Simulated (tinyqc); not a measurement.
# Resistance of a tapered via with liner, size effect and interface: via resistance against the diameter at the bottom

A round via whose diameter grows from db at the bottom as D(z) = db + 2 z/tan(ang). The fill, of diameter D - 2 tl, starts above the bottom liner (thickness fb tl) and has rho = rho0 (1 + ks lam/(D - 2 tl)); the sidewall liner conducts in parallel with it. The bottom liner and the interface are crossed over the full area pi db^2/4. Spreading in the lines above and below is left out.

Slices between z0 = fb tl and hv, evaluated at their midpoints: conductance per length pi/4 [(D - 2 tl)^2/rho + (D^2 - (D - 2 tl)^2)/rl], slice resistance = slice height over that. 2000 slices. R_fill = sum of the slices; R_bottom = rl fb tl/(pi db^2/4); R_interface = ri/(pi db^2/4); ballistic (Sharvin) limit 1/(Sb pi (db - 2 tl)^2/4); ideal cylinder rho0 hv/(pi db^2/4).

Values chosen for this exercise; fill metal close to molybdenum: height hv = 34 nm; sidewall angle ang = 88 degrees; bulk resistivity of the fill rho0 = 5.43 uohm cm; mean free path of the fill lam = 11 nm; size-effect factor ks = 1.5; liner on the sidewall tl = 0.1 nm; liner at the bottom over that on the sidewall fb = 0.7; resistivity of the liner rl = 340 uohm cm; interface resistivity at the bottom ri = 9.8e-13 ohm cm^2; ballistic conductance per area, about 3/(4 rho0 lam) Sb = 1.3e15 S/m^2.

Result of one run:

| R_fill (ohm) | R_bottom (ohm) | R_interface (ohm) | R (ohm) | ballistic limit (ohm) | R over ideal cylinder | largest part |
|---|---|---|---|---|---|---|
| 7.6490 | 0.62610 | 0.25780 | 8.5329 | 2.0609 | 1.7569 | fill |

Which diameter at the bottom db gave this result: 6, 8.3, 11 or 22 nm?

db = 22 nm.

The whole series:

| db (nm) | R_fill (ohm) | R_bottom (ohm) | R_interface (ohm) | R (ohm) | ballistic limit (ohm) | R over ideal cylinder | largest part |
|---|---|---|---|---|---|---|---|
| 6 | 169.02 | 8.4175 | 3.4660 | 180.90 | 29.115 | 2.7705 | fill |
| 8.3 | 77.367 | 4.3988 | 1.8113 | 83.577 | 14.928 | 2.4494 | fill |
| 11 | 39.330 | 2.5044 | 1.0312 | 42.865 | 8.3969 | 2.2065 | fill |
| 16 | 16.124 | 1.1837 | 0.48741 | 17.795 | 3.9233 | 1.9380 | fill |
| 22 | 7.6490 | 0.62610 | 0.25780 | 8.5329 | 2.0609 | 1.7569 | fill |
| 30 | 3.7494 | 0.33670 | 0.13864 | 4.2247 | 1.1029 | 1.6175 | fill |
| 42 | 1.7578 | 0.17179 | 0.070736 | 2.0003 | 0.56055 | 1.5011 | fill |
| 58 | 0.86299 | 0.090081 | 0.037092 | 0.99016 | 0.29316 | 1.4170 | fill |
| 80 | 0.43056 | 0.047349 | 0.019496 | 0.49740 | 0.15380 | 1.3542 | fill |

R falls from 181 to 0.497 ohm. The fill is the largest part at db = 6 and in all other rows. R goes as db^(-2.38) between the first two rows and db^(-2.14) between the last two; area alone gives -2.

Numbers from tinyqc (`OMP_NUM_THREADS=1 python tinyqc.py 2750132 2750133 out.jsonl`; about 0.01 s on one thread of a shared Intel Xeon 2.30GHz).
